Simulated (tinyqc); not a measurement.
Pariser-Parr-Pople SCF with singles CI, for the molecule C=CC=CC=CC=N (SMILES; centres numbered as the heavy atoms are written), step by step. Computed by tinyqc, a small Python program that keeps every step. Settings: charge = 0, gamma = MN, start = huckel, damping = 0, iteration cap = 90, excitations kept = 9. Command: `OMP_NUM_THREADS=1 python tinyqc.py 29201 29202 out.jsonl` (the two numbers bound the seeds that draw the settings). One thread of a shared host (Intel(R) Xeon(R) Processor @ 2.60GHz), about 0.03 s of CPU time with the checks. Later iterations appear only in the table of the cycle.

## PPP integrals

Centres (angstrom, eV; a flat drawing with bonds scaled to 1.40 angstrom):
```
centre         x         y  core charge z         W  gamma_rr
1C      -4.25200  -0.23100              1  11.16000  11.13000
2C      -3.02000   0.43400              1  11.16000  11.13000
3C      -1.82800  -0.29900              1  11.16000  11.13000
4C      -0.59600   0.36700              1  11.16000  11.13000
5C       0.59600  -0.36700              1  11.16000  11.13000
6C       1.82800   0.29900              1  11.16000  11.13000
7C       3.02000  -0.43400              1  11.16000  11.13000
8N       4.25200   0.23100              1  14.10000  12.30000
```

Resonance integrals (eV):
```
i  j      beta
1  2  -2.39000
2  3  -2.39000
3  4  -2.39000
4  5  -2.39000
5  6  -2.39000
6  7  -2.39000
7  8  -2.51000
```

Mataga-Nishimoto: gamma = 14.399645/(R + a), a = 2 x 14.399645/(gamma_rr + gamma_ss); H_rr = -W_r - sum_(s != r) z_s gamma_rs; H_rs = beta for bonds.

repulsion gamma_rs (eV):
```
          1C        2C        3C        4C        5C        6C        7C        8N
1C  11.13000   5.34550   3.87220   2.88088   2.34382   1.94673   1.68051   1.47754
2C   5.34550  11.13000   5.34685   3.87223   2.88141   2.34383   1.94700   1.69328
3C   3.87220   5.34685  11.13000   5.34456   3.87220   2.88088   2.34383   1.96389
4C   2.88088   3.87223   5.34456  11.13000   5.34581   3.87220   2.88141   2.36872
5C   2.34382   2.88141   3.87220   5.34581  11.13000   5.34456   3.87223   2.91860
6C   1.94673   2.34383   2.88088   3.87220   5.34456  11.13000   5.34685   3.94066
7C   1.68051   1.94700   2.34383   2.88141   3.87223   5.34685  11.13000   5.47686
8N   1.47754   1.69328   1.96389   2.36872   2.91860   3.94066   5.47686  12.30000
```

core matrix H (eV):
```
           1C         2C         3C         4C         5C         6C         7C         8N
1C  -30.70718   -2.39000    0.00000    0.00000    0.00000    0.00000    0.00000    0.00000
2C   -2.39000  -34.59010   -2.39000    0.00000    0.00000    0.00000    0.00000    0.00000
3C    0.00000   -2.39000  -36.78441   -2.39000    0.00000    0.00000    0.00000    0.00000
4C    0.00000    0.00000   -2.39000  -37.72582   -2.39000    0.00000    0.00000    0.00000
5C    0.00000    0.00000    0.00000   -2.39000  -37.73864   -2.39000    0.00000    0.00000
6C    0.00000    0.00000    0.00000    0.00000   -2.39000  -36.83571   -2.39000    0.00000
7C    0.00000    0.00000    0.00000    0.00000    0.00000   -2.39000  -34.70869   -2.51000
8N    0.00000    0.00000    0.00000    0.00000    0.00000    0.00000   -2.51000  -33.93955
```

## Starting guess

pi electrons, sum of z_r less the charge = 8

Orbitals of the Hueckel matrix of the beta values.

P at the start:
```
          1C        2C        3C        4C        5C        6C        7C        8N
1C   1.00000   0.86268   0.00000  -0.36858   0.00000   0.26562   0.00000  -0.22221
2C   0.86268   1.00000   0.49410   0.00000  -0.10297   0.00000   0.03225   0.00000
3C   0.00000   0.49410   1.00000   0.75972   0.00000  -0.33633   0.00000   0.25608
4C  -0.36858   0.00000   0.75972   1.00000   0.52635   0.00000  -0.09965   0.00000
5C   0.00000  -0.10297   0.00000   0.52635   1.00000   0.76304   0.00000  -0.36073
6C   0.26562   0.00000  -0.33633   0.00000   0.76304   1.00000   0.48384   0.00000
7C   0.00000   0.03225   0.00000  -0.09965   0.00000   0.48384   1.00000   0.86886
8N  -0.22221   0.00000   0.25608   0.00000  -0.36073   0.00000   0.86886   1.00000
```

## Iteration 1: Fock matrix

F_rr = H_rr + P_rr gamma_rr / 2 + sum_(s != r) P_ss gamma_rs; F_rs = H_rs - P_rs gamma_rs / 2; E = tr P (H + F) / 2 + core repulsion sum_(r<s) z_r z_s gamma_rs.

F (eV):
```
          1C        2C        3C        4C        5C        6C        7C        8N
1C  -5.59500  -4.69574   0.00000   0.53092   0.00000  -0.25854   0.00000   0.16416
2C  -4.69574  -5.59500  -3.71094   0.00000   0.14834   0.00000  -0.03140   0.00000
3C   0.00000  -3.71094  -5.59500  -4.42018   0.00000   0.48446   0.00000  -0.25145
4C   0.53092   0.00000  -4.42018  -5.59500  -3.79689   0.00000   0.14356   0.00000
5C   0.00000   0.14834   0.00000  -3.79689  -5.59500  -4.42905   0.00000   0.52641
6C  -0.25854   0.00000   0.48446   0.00000  -4.42905  -5.59500  -3.68352   0.00000
7C   0.00000  -0.03140   0.00000   0.14356   0.00000  -3.68352  -5.59500  -4.88932
8N   0.16416   0.00000  -0.25145   0.00000   0.52641   0.00000  -4.88932  -7.95000
```

pi energy = -102.54452 eV

## Iteration 1: orbitals and new P

Diagonalise F (the basis is taken as orthonormal) and form P = 2 sum c c over the lowest orbitals.

orbital energies (eV): -13.21387  -12.42828  -10.89442  -8.61143  -3.37424  -1.05873  0.68966  1.77630

P after iteration 1:
```
          1C        2C        3C        4C        5C        6C        7C        8N
1C   0.97970   0.88859   0.02524  -0.35596  -0.03350   0.22944   0.05267  -0.16161
2C   0.88859   1.00053   0.45057  -0.00129  -0.08214   0.00273   0.02457  -0.00664
3C   0.02524   0.45057   0.96851   0.79502   0.04215  -0.33291  -0.06736   0.21486
4C  -0.35596  -0.00129   0.79502   1.00318   0.48375  -0.00689  -0.08281   0.01773
5C  -0.03350  -0.08214   0.04215   0.48375   0.94259   0.79492   0.09526  -0.33478
6C   0.22944   0.00273  -0.33291  -0.00689   0.79492   1.01571   0.44962  -0.04659
7C   0.05267   0.02457  -0.06736  -0.08281   0.09526   0.44962   0.82707   0.86261
8N  -0.16161  -0.00664   0.21486   0.01773  -0.33478  -0.04659   0.86261   1.26272
```

## Iteration 2: Fock matrix

As before.

F (eV):
```
          1C        2C        3C        4C        5C        6C        7C        8N
1C  -5.82437  -4.76497  -0.04886   0.51273   0.03926  -0.22333  -0.04426   0.11939
2C  -4.76497  -5.87711  -3.59456   0.00249   0.11834  -0.00319  -0.02392   0.00562
3C  -0.04886  -3.59456  -5.89548  -4.51451  -0.08160   0.47954   0.07894  -0.21098
4C   0.51273   0.00249  -4.51451  -5.92412  -3.68301   0.01335   0.11931  -0.02100
5C   0.03926   0.11834  -0.08160  -3.68301  -5.88440  -4.51424  -0.18444   0.48855
6C  -0.22333  -0.00319   0.47954   0.01335  -4.51424  -5.82046  -3.59202   0.09179
7C  -0.04426  -0.02392   0.07894   0.11931  -0.18444  -3.59202  -5.35453  -4.87218
8N   0.11939   0.00562  -0.21098  -0.02100   0.48855   0.09179  -4.87218  -7.47045
```

pi energy = -102.93588 eV

## Iteration 2: orbitals and new P

As before.

orbital energies (eV): -13.36102  -12.45041  -10.96208  -8.82336  -3.32059  -1.13728  0.51990  1.48392

P after iteration 2:
```
          1C        2C        3C        4C        5C        6C        7C        8N
1C   0.97571   0.89991   0.02819  -0.34839  -0.03093   0.21213   0.04407  -0.13965
2C   0.89991   1.00200   0.42926  -0.00671  -0.07285   0.00672   0.02105  -0.00726
3C   0.02819   0.42926   0.97013   0.81278   0.04120  -0.32910  -0.06129   0.19919
4C  -0.34839  -0.00671   0.81278   1.00602   0.46038  -0.01494  -0.07357   0.01854
5C  -0.03093  -0.07285   0.04120   0.46038   0.95159   0.81265   0.09503  -0.32912
6C   0.21213   0.00672  -0.32910  -0.01494   0.81265   1.01246   0.42839  -0.04858
7C   0.04407   0.02105  -0.06129  -0.07357   0.09503   0.42839   0.83488   0.87672
8N  -0.13965  -0.00726   0.19919   0.01854  -0.32912  -0.04858   0.87672   1.24721
```

## Convergence

Stop when output and input P, before any damping, agree to 1e-7.

Course of the cycle:
```
iteration        E (eV)  largest |P(out) - P(in)|
1          -102.5445225                  2.63e-01
2          -102.9358802                  2.34e-02
3          -102.9611649                  1.21e-02
4          -102.9667139                  6.09e-03
5          -102.9680065                  3.02e-03
6          -102.9683079                  1.49e-03
7          -102.9683781                  7.27e-04
8          -102.9683945                  3.54e-04
9          -102.9683983                  1.72e-04
10         -102.9683992                  8.36e-05
11         -102.9683994                  4.05e-05
12         -102.9683995                  1.96e-05
13         -102.9683995                  9.50e-06
14         -102.9683995                  4.59e-06
15         -102.9683995                  2.22e-06
16         -102.9683995                  1.07e-06
17         -102.9683995                  5.19e-07
18         -102.9683995                  2.50e-07
19         -102.9683995                  1.21e-07
20         -102.9683995                  5.84e-08
```

Converged in 20 iterations.

## Converged orbitals

Charges are z - P_rr.

orbital energies (eV): -13.32892  -12.44643  -10.96002  -8.89025  -3.22342  -1.13187  0.51996  1.50573

coefficients:
```
        MO1       MO2       MO3       MO4       MO5       MO6       MO7       MO8
1C  0.15354  -0.29833   0.42542   0.44208  -0.41132   0.44536  -0.33605  -0.17481
2C  0.26884  -0.43722   0.43247   0.22448   0.15823  -0.40153   0.47107   0.30160
3C  0.37620  -0.41648   0.03203  -0.41192   0.43539  -0.08337  -0.39274  -0.40442
4C  0.43386  -0.24307  -0.32175  -0.39030  -0.29860   0.41135   0.16477   0.45969
5C  0.45531   0.06004  -0.43757   0.27058  -0.38364  -0.36737   0.17815  -0.45884
6C  0.41699   0.29565  -0.18982   0.45766   0.39134   0.00021  -0.40643   0.41820
7C  0.35092   0.45574   0.28786  -0.04668   0.28284   0.44410   0.46096  -0.30726
8N  0.26469   0.43426   0.46593  -0.38381  -0.38305  -0.36345  -0.27269   0.15420
```

pi charges: 1C 0.02203, 2C -0.00173, 3C 0.02862, 4C -0.00634, 5C 0.04882, 6C -0.01355, 7C 0.16823, 8N -0.24608

## Singles CI, singlets

Over the 9 single excitations with the smallest orbital gaps: A = (e_a - e_i) delta + 2 (ia|jb) - (ij|ab), with (pq|rs) = sum c_mp c_mq gamma_mn c_nr c_ns. f = 2/3 w |mu|^2 in atomic units, mu = sqrt2 sum c_ia sum_m c_mi c_ma R_m.

singlet CI matrix (eV):
```
          4>5       3>5       4>6       2>5       4>7       3>6       1>5       4>8
4>5   3.61731  -0.06429  -0.09954  -0.07560  -0.01238   0.21084  -0.01795   0.00626
3>5  -0.06429   5.32563  -0.40569   0.06067   0.13443   0.07567   0.14888  -0.08532
4>6  -0.09954  -0.40569   5.25655  -0.08369  -0.00670   0.11407   0.03678  -0.09768
2>5  -0.07560   0.06067  -0.08369   6.54334  -0.50419  -0.02095   0.06670  -0.09598
4>7  -0.01238   0.13443  -0.00670  -0.50419   6.63570   0.09053  -0.02618  -0.03089
3>6   0.21084   0.07567   0.11407  -0.02095   0.09053   7.34372   0.04105  -0.03734
1>5  -0.01795   0.14888   0.03678   0.06670  -0.02618   0.04105   7.10479   0.59176
4>8   0.00626  -0.08532  -0.09768  -0.09598  -0.03089  -0.03734   0.59176   7.33599
2>6  -0.07909  -0.32434  -0.42807   0.01340   0.09683   0.11467  -0.20974   0.12958

          2>6
4>5  -0.07909
3>5  -0.32434
4>6  -0.42807
2>5   0.01340
4>7   0.09683
3>6   0.11467
1>5  -0.20974
4>8   0.12958
2>6   8.53073
```

singlet excitation energies (eV): 3.58705  4.79779  5.64639  6.10560  6.60277  7.08602  7.38795  7.82529  8.65489

oscillator strengths: 2.02039  0.08457  0.00073  0.00540  0.00023  0.11065  0.21628  0.00047  0.01195

## Singles CI, triplets

Over the 9 single excitations with the smallest orbital gaps: A = (e_a - e_i) delta - (ij|ab), with (pq|rs) = sum c_mp c_mq gamma_mn c_nr c_ns.

triplet CI matrix (eV):
```
          4>5       3>5       4>6       2>5       4>7       3>6       1>5       4>8
4>5   1.20110   0.16815   0.22157  -0.31765   0.39446   1.23786   0.00404  -0.01345
3>5   0.16815   3.49133   1.23786  -0.06183  -0.15598  -0.08271   0.30247   0.15496
4>6   0.22157   1.23786   3.56745   0.07764   0.10905  -0.16536  -0.13064  -0.31858
2>5  -0.31765  -0.06183   0.07764   4.96875   0.90541  -1.07386   0.00531   0.09369
4>7   0.39446  -0.15598   0.10905   0.90541   5.14375   0.96326   0.00121  -0.12831
3>6   1.23786  -0.08271  -0.16536  -1.07386   0.96326   5.42017   0.03656   0.07026
1>5   0.00404   0.30247  -0.13064   0.00531   0.00121   0.03656   5.55866  -0.84545
4>8  -0.01345   0.15496  -0.31858   0.09369  -0.12831   0.07026  -0.84545   5.83626
2>6   0.07764  -1.07386   0.11942  -0.15813  -0.16686   0.00368  -1.18997  -0.69116

          2>6
4>5   0.07764
3>5  -1.07386
4>6   0.11942
2>5  -0.15813
4>7  -0.16686
3>6   0.00368
1>5  -1.18997
4>8  -0.69116
2>6   7.03849
```

triplet excitation energies (eV): 0.83159  2.10037  3.21706  4.07662  4.79271  5.97568  6.52975  6.68783  8.01437
